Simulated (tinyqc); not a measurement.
# Worked calculation: single-photon avalanche diode, trigger probability and counting

Program tinyqc, `OMP_NUM_THREADS=1 python tinyqc.py 2630070 2630071 out.jsonl`; Intel Xeon 2.30GHz, shared host, one thread, about 0.01 s. Printed values are rounded.

A multiplication layer of width W with the uniform field V/W; alpha = an exp(-bn/E) for electrons, beta = ap exp(-bp/E) for holes (local model, no dead space). a = alpha W, b = beta W. Electrons enter at x = 0, holes at x = W. P0 is the probability that an electron entering at 0 starts a lasting avalanche, PW the same for a hole entering at W.

Values chosen for this exercise; ionisation coefficients close to those of germanium:

| symbol | value | unit | meaning |
|---|---|---|---|
| an | 1.58e7 | 1/cm | electron prefactor |
| bn | 1.53 | MV/cm | electron field |
| ap | 9.76e6 | 1/cm | hole prefactor |
| bp | 1.24 | MV/cm | hole field |
| W | 1.5 | um | width of the multiplication layer |
| Vx | 3.3 | V | excess bias |
| eta | 0.28 |  | probability that a photon makes a pair that enters the layer |
| Gd | 7000 | 1/s | thermal generation rate in the layer |
| td | 20 | ns | dead time |
| Cd | 20 | fF | diode capacitance |
| Rq | 500 | kohm | quench resistance |
| pa | 2e-7 |  | trapping probability per avalanche carrier |
| tt | 18 | ns | trap release time |
| nph | 2.1e5 | 1/s | photon rate |

Constants: q = 1.602176634e-19 C. Results are converted to the units shown.

## Ionisation integrals at and above breakdown

breakdown voltage VB = 27.4069 V

Breakdown: ln(a/b) = a - b with a not equal to b. VB is given; V = VB + Vx.

E at VB = 0.182713 MV/cm
a at VB = 0.547087
b at VB = 1.65256
E at V = 0.204713 MV/cm
a = 1.34550
b = 3.42693

At VB, ln(a/b) = -1.105 equals a - b.

## Iteration 1: trigger probability by substitution

P0 at the start = 0.5

PW = P0 exp(b - a)/(1 - P0 + P0 exp(b - a)); P0(new) = 1 - (1 - PW)^(a/b).

PW = 0.889085
P0 after iteration 1 = 0.578266

## Iteration 2: trigger probability by substitution

As before.

PW = 0.916605
P0 after iteration 2 = 0.622938

## Course of the iteration: trigger probability by substitution

Stop when P0 changes by less than 1e-9, or after 400 iterations. The rule counts as met only at a root strictly between 0 and 1.

Course of the iteration:
```
iteration        P0  |change|
1          0.578266    0.0783
2          0.622938    0.0447
3          0.647575    0.0246
4          0.661044    0.0135
5          0.668398   7.35e-3
6          0.672416   4.02e-3
7          0.674612   2.20e-3
8          0.675813   1.20e-3
9          0.676469   6.57e-4
...             ...       ...
24         0.677263   7.75e-8
25         0.677263   4.24e-8
26         0.677263   2.32e-8
27         0.677263   1.27e-8
28         0.677263   6.95e-9
29         0.677263   3.80e-9
30         0.677263   2.08e-9
31         0.677263   1.14e-9
32         0.677263  6.23e-10
```

Converged in 32 iterations. At the end each change is about 0.55 times the one before: linear convergence.

## Detection, dark counts, afterpulses and dead-time loss

P0 = 0.677263
Pm = 0.840520

Pm is the mean trigger probability of pairs made evenly in the layer. PDP = eta P0; dark counts Gd Pm; avalanche charge Cd Vx/q; afterpulse probability pa (Cd Vx/q) exp(-td/tt) Pm; true rate n = nph PDP + dark counts; measured n/(1 + n td) (non-paralysable) or n exp(-n td) (paralysable); recharge time Rq Cd.

PDP = 0.189634
dark counts = 5883.64 1/s
avalanche charge = 4.11940e5 electrons
afterpulse probability = 2.27962 %
true rate = 45706.7 1/s
measured, non-paralysable = 45665.0 1/s
measured, paralysable = 45664.9 1/s
recharge time = 10 ns

Dead time hides 0.091 % of the events in the first model and 0.091 % in the second.
